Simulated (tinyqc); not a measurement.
# p-n diode, drift-diffusion by the Gummel loop with Scharfetter-Gummel fluxes: two studies

Abrupt junction at x = 0, p side from -Lp, n side to Ln, ohmic contacts. psi is counted from the intrinsic level; n = ni exp((psi - phin)/Vt), p = ni exp((phip - psi)/Vt). Contacts: p side psi = V - Vt ln(Na/ni), p = Na, n = ni^2/Na; n side psi = Vt ln(Nd/ni), n = Nd, p = ni^2/Nd. Constant mobilities, D = mu Vt, Boltzmann statistics, SRH recombination through a mid-gap level, U = (n p - ni^2)/(tp (n + ni) + tn (p + ni)). Current is positive from the p contact to the n contact.

Parameters, values chosen for the exercise; band and dielectric values close to those of In0.53Ga0.47As:
```
symbol    value        unit                                 meaning
T           300           K                             temperature
Eg        0.748          eV                                band gap
eps_r      14.1                               relative permittivity
Nc      2.12e17       cm^-3  conduction-band density of states at T
Nv      7.76e18       cm^-3     valence-band density of states at T
Na       3.8e15       cm^-3          acceptor density of the p side
Nd       5.3e16       cm^-3             donor density of the n side
mun        7700  cm^2/(V s)                       electron mobility
mup         220  cm^2/(V s)                           hole mobility
tn         2e-9           s               SRH lifetime of electrons
tp         4e-9           s                   SRH lifetime of holes
Lp          1.8          um                    length of the p side
Ln          1.3          um                    length of the n side
G             0  cm^-3 s^-1                 uniform generation rate
```

Constants: q = 1.602176634e-19 C, kB = 1.380649e-23 J/K, Vt = kB T/q, eps0 = 8.8541878128e-14 F/cm where lengths are in cm. Results are converted to the units shown.

Each table varies one quantity; the others keep the values above.

## Current against voltage in the dark

ni = sqrt(Nc Nv) exp(-Eg/(2 Vt)), Eg in volts. Poisson and both continuity equations are solved self-consistently with Scharfetter-Gummel fluxes on a graded mesh of 500 nodes. J_scr is q times the integral of U between -xp and xn. Ideal diffusion current J_id = q ni^2 [Dn coth(wp/Le)/(Le Na) + Dp coth(wn/Lh)/(Lh Nd)] (exp(V/Vt) - 1), Le = sqrt(Dn tn), Lh = sqrt(Dp tp), wp = Lp - xp, wn = Ln - xn, with xp and xn from the depletion approximation (W = sqrt(2 eps0 eps_r (Vbi - V)(1/Na + 1/Nd)/q), xp = W Nd/(Na + Nd), xn = W Na/(Na + Nd), Vbi = Vt ln(Na Nd/ni^2)). Ideality factor = 0.004 V/(Vt ln[J(V + 0.004 V)/J(V)]). Here G = 0.

In this table G = 0 cm^-3 s^-1.

Current against voltage in the dark:
columns A: V (V); B: J (A/cm^2); C: ideality factor; D: J_scr/J (%); E: J_id (A/cm^2); F: share recombining at the contacts (%); G: larger minority/doping at -xp and xn
```
A           B     C      D        E     F        G
0.12  0.00409  1.15   33.3  0.00278  65.0  4.70e-6
0.15   0.0114  1.11   23.7  0.00885  74.2  1.49e-5
0.19   0.0469  1.07   14.2   0.0411  83.4  6.90e-5
0.22    0.140  1.05   9.45    0.130  88.0  2.17e-4
0.26    0.618  1.03   5.38    0.601  91.9  9.97e-4
0.29     1.90  1.03   3.51     1.89  93.7  0.00310
0.33     8.50  1.04   1.96     8.75  95.1   0.0137
0.36     25.7  1.07   1.23     27.5  95.9   0.0397
0.4       105  1.16  0.628      127  96.8    0.145
```

J rises from 0.00409 to 105 A/cm^2; the ideality factor goes from 1.15 through a minimum of 1.03 (at V = 0.29 V among the rows listed) to 1.16. Recombination in the depleted layer stays under half of the current. Where the factor is lowest (V = 0.29 V), J is 0.41 % above the ideal diffusion current. From V = 0.4 V on the minority density at an edge of the layer exceeds a tenth of the doping, and in the last row J is 17 % below the ideal value.

## Effect of the length of the p side at fixed bias

Same model as above.

In this table V = 0.31 V.

Effect of the length of the p side at fixed bias:
columns A: Lp (um); B: J (A/cm^2); C: ideality factor; D: J_scr/J (%); E: J_id (A/cm^2); F: share recombining at the contacts (%); G: larger minority/doping at -xp and xn
```
A        B     C     D      E     F        G
1.8   4.03  1.03  2.63   4.07  94.5  0.00654
3     2.41  1.04  4.39   2.37  87.3  0.00660
4.9   1.59  1.06  6.55   1.55  73.1  0.00652
8     1.16  1.12  8.67   1.15  50.4  0.00625
13   0.941  1.22  10.1   1.01  25.3  0.00574
22   0.780  1.39  11.0  0.973  7.18  0.00496
36   0.643  1.61  11.7  0.971  1.53  0.00417
```

Read the table: what changes, and by how much?

As Lp rises from 1.8 to 36, J falls from 4.03 to 0.643 A/cm^2, the share of the depleted layer rises from 2.63 to 11.7 % and the share lost at the contacts falls from 94.5 to 1.53 %. The exponent d ln J/d ln Lp is -1.01 between the first two rows and -0.39 between the last two. J less J_scr is 42 % below J_id in the last row.

tinyqc, about 0.2 s, one thread, Intel Xeon 2.30GHz (shared host): `OMP_NUM_THREADS=1 python tinyqc.py 2240135 2240136 out.jsonl`
